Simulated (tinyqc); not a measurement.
# MOS structure on a p-type body, non-linear Poisson equation by Newton steps, step by step

Numbers from tinyqc (`OMP_NUM_THREADS=1 python tinyqc.py 2080133 2080134 out.jsonl`; about 0.4 s on one thread of a shared Intel Xeon 2.30GHz). Printed values are rounded.

One dimension, insulator interface at x = 0, acceptor density Na, uniform, net doping C = -(acceptor density). psi is counted from the intrinsic level: n = ni exp((psi - Vb)/Vt), p = ni exp(-psi/Vt); deep in the body psi_b = -Vt ln(Na/ni). The gate acts through Cox = eps0 eox/tox and has the potential psi_G = Vg - (phiM - chi - Vt ln(Nc/ni)). Boltzmann statistics, full ionisation, classical densities, no oxide or interface charge.

Values chosen for this exercise; band and dielectric values those of a made-up semiconductor:
```
symbol    value   unit                                                               meaning
T           250      K                                                           temperature
Eg         1.16     eV                                                              band gap
eps_r      10.4                                                        relative permittivity
Nc      1.83e19  cm^-3                                conduction-band density of states at T
Nv      2.24e19  cm^-3                                   valence-band density of states at T
chi        3.42     eV                                                     electron affinity
Na       1.4e16  cm^-3                                     acceptor density deep in the body
eox        21.9         relative permittivity of the gate insulator (close to hafnium oxide)
tox         3.9     nm                                                   insulator thickness
phiM       4.06     eV                                                    gate work function
Vb            0      V                       electron quasi-Fermi potential against the body
Vg         0.96      V                                         gate voltage against the body
```

Constants: q = 1.602176634e-19 C, kB = 1.380649e-23 J/K, Vt = kB T/q, eps0 = 8.8541878128e-14 F/cm where lengths are in cm. Results are converted to the units shown.

Range of the model: On a fine mesh the surface electron density exceeds 0.3 Nc, so degeneracy and confinement would lower the charge and push it away from the interface.

## Scales and end potentials

ni = sqrt(Nc Nv) exp(-Eg/(2 Vt)), Eg in volts; Cox, psi_G and psi_b as defined.

ni = 4.112105e7 cm^-3
Cox = 4.971967 uF/cm^2
psi_G = 0.8978224 V
psi_b = -0.4232361 V

## Net doping on the mesh

x, node 0 to 11 (nm): 0  0.3  0.902  2.11  4.54  9.42  19.2  38.9  78.4  158  317  637

C = -(Na), taken at the nodes.

net doping C, node 0 to 11 (cm^-3): -1.4e16  -1.4e16  -1.4e16  -1.4e16  -1.4e16  -1.4e16  -1.4e16  -1.4e16  -1.4e16  -1.4e16  -1.4e16  -1.4e16

## Couplings between neighbouring nodes

a_i = eps0 eps_r/h_i for the interval from node i to i + 1, with h_i = x_(i+1) - x_i in cm.

coupling a_i, interval 0 to 10 (F/cm^2): 3.069452e-5  1.529627e-5  7.622811e-6  3.789447e-6  1.886958e-6  9.415496e-7  4.674292e-7  2.331229e-7  1.156829e-7  5.791418e-8  2.877611e-8

## Starting potential

A straight line in x from psi_G at node 0 to psi_b at the last node.

psi at the start, node 0 to 11 (V): 0.8978224  0.8972002  0.8959518  0.8934465  0.8884070  0.8782865  0.8580040  0.8171487  0.7352306  0.5701501  0.2404040  -0.4232361

## Iteration 1: densities, residual and Jacobian diagonal

n_i = ni exp((psi_i - Vb)/Vt), p_i = ni exp(-psi_i/Vt), rho_i = p_i - n_i + C_i, g_i = (n_i + p_i)/Vt. Box widths w_i = (h_(i-1) + h_i)/2 in cm. Residual F_i = a_i (psi_(i+1) - psi_i) - a_(i-1) (psi_i - psi_(i-1)) + q rho_i w_i; Jacobian: a_(i-1) and a_i beside the diagonal, b_i = -a_(i-1) - a_i - q g_i w_i on it. Node 0 is free: w_0 = h_0/2, F_0 = a_0 (psi_1 - psi_0) + Cox (psi_G - psi_0) + q rho_0 w_0, b_0 = -a_0 - Cox - q g_0 w_0, with Cox = eps0 eox/tox, psi_G = Vg - (phiM - chi - Vt ln(Nc/ni)). The last node is fixed.

```
node    n (cm^-3)     p (cm^-3)
0     5.168531e25  3.271607e-11
1     5.021401e25  3.367467e-11
2     4.738674e25  3.568383e-11
3     4.218455e25  4.008436e-11
4     3.338575e25  5.064856e-11
5     2.087088e25  8.101914e-11
6     8.140733e24  2.077136e-10
7     1.221957e24   1.383797e-9
8     2.726845e22   6.201087e-8
9     1.281695e19   1.319300e-4
10    2.886655e12      585.7784
11      0.1207815        1.4e16
```

```
node  residual F (C/cm^2)  diagonal b (F/cm^2)
0              -0.1242135            -5.765787
1              -0.3628372            -16.84225
2              -0.6870934            -31.89358
3               -1.229409            -57.06682
4               -1.955055            -90.74989
5               -2.451066            -113.7738
6               -1.922522            -89.23978
7              -0.5795063            -26.89957
8             -0.02601674            -1.207647
9            -2.452504e-5         -0.001137337
10           -5.373206e-8         -8.720445e-8
```

## Iteration 1: Newton step

Solve the tridiagonal system a_(i-1) d_(i-1) + b_i d_i + a_i d_(i+1) = -F_i for nodes 0 to 10, with d = 0 on fixed nodes. If the largest |d| exceeds 4 Vt, the whole step is scaled down so that it equals 4 Vt.

Newton step d, before damping, node 0 to 10 (V): -0.0215433  -0.0215433  -0.0215433  -0.0215433  -0.0215433  -0.0215433  -0.0215433  -0.0215433  -0.0215433  -0.0215979  -0.6305054
psi after iteration 1, node 0 to 11 (V): 0.8948780  0.8942558  0.8930074  0.8905021  0.8854626  0.8753421  0.8550596  0.8142043  0.7322862  0.5671983  0.1542306  -0.4232361

## Iteration 2: densities, residual and Jacobian diagonal

As before.

```
node    n (cm^-3)     p (cm^-3)
0     4.508278e25  3.750746e-11
1     4.379943e25  3.860645e-11
2     4.133332e25  4.090986e-11
3     3.679568e25  4.595486e-11
4     2.912089e25  5.806623e-11
5     1.820473e25  9.288470e-11
6     7.100795e24  2.381340e-10
7     1.065859e24   1.586459e-9
8     2.378504e22   7.109260e-8
9     1.117578e19   1.513040e-4
10    5.287094e10      31982.42
11      0.1207815        1.4e16
```

```
node  residual F (C/cm^2)  diagonal b (F/cm^2)
0              -0.1083459            -5.029242
1              -0.3164866            -14.69074
2              -0.5993207            -27.81933
3               -1.072358            -49.77682
4               -1.705307            -79.15705
5               -2.137955            -99.23975
6               -1.676930            -77.83985
7              -0.5054773            -23.46328
8             -0.02269323            -1.053376
9            -2.139294e-5         -9.917267e-4
10           -4.642175e-8         -8.669971e-8
```

## Iteration 2: Newton step

As before.

Newton step d, before damping, node 0 to 10 (V): -0.0215433  -0.0215433  -0.0215433  -0.0215433  -0.0215433  -0.0215433  -0.0215433  -0.0215433  -0.0215433  -0.0216060  -0.5498639
psi after iteration 2, node 0 to 11 (V): 0.8915018  0.8908796  0.8896311  0.8871259  0.8820864  0.8719659  0.8516834  0.8108280  0.7289100  0.5638122  0.0680573  -0.4232361

## Course of the Newton iteration

Stop when the largest undamped |d| is below 1e-9 V, or after 80 iterations.

Course of the iteration:
```
iteration  largest |F| (C/cm^2)  largest |d| (V)  at node
1                          2.45            0.631       10
2                          2.14            0.550       10
3                          1.83            0.466       10
4                          1.52            0.383       10
5                          1.21            0.300       10
6                         0.910            0.217       10
7                         0.612            0.132       10
8                         0.319           0.0219        9
9                         0.117           0.0226        9
...                         ...              ...      ...
22                      1.12e-6            0.111        8
23                      5.14e-7           0.0536        8
24                      1.88e-7           0.0438        7
25                      6.35e-8           0.0678        7
26                      3.12e-8           0.0452        7
27                      8.80e-9           0.0129        6
28                     5.40e-10          7.68e-4        6
29                     2.93e-12          2.61e-6        6
30                      < 1e-12         4.08e-11        6
```

Converged in 30 iterations. Once the step is below 0.1 Vt, 2 more iteration(s) reach the threshold: near the solution the error is roughly squared each time.

## Converged densities and sheet charges

converged psi, node 0 to 11 (V): 0.6295737  0.6019523  0.5730284  0.5428797  0.5101380  0.4693570  0.4042285  0.2830396  0.0685695  -0.2481633  -0.4189144  -0.4232361

n and p as above; box widths w_i (half boxes at both ends); band bending psi_0 - psi_b; N_inv = sum w n; N_dep = -sum w (p + C); centroid sum w n x/N_inv; gate charge Cox (psi_G - psi_0)/q.

```
node    n (cm^-3)    p (cm^-3)
0     2.021678e20  8.364044e-6
1     5.609035e19  3.014673e-5
2     1.464902e19  1.154303e-4
3     3.614410e18  4.678330e-4
4     7.906669e17  0.002138626
5     1.190926e17   0.01419854
6     5.793647e15    0.2918612
7     2.088774e13     80.95373
8      9.916629e8   1.705157e6
9        408.6129  4.138246e12
10      0.1476120  1.145530e16
11      0.1207815       1.4e16
```

band bending = 1.052810 V
N_inv = 7.930275e12 cm^-2
N_dep = 3.933961e11 cm^-2
centroid of the electrons = 0.7115336 nm
gate charge over q = 8.324447e12 cm^-2

N_inv + N_dep is within 0.01 % of the gate charge. A mesh of about 600 nodes or more gives a band bending of 1.059 V and N_inv = 7.752e12 cm^-2; this mesh is 2.3 % above the latter.
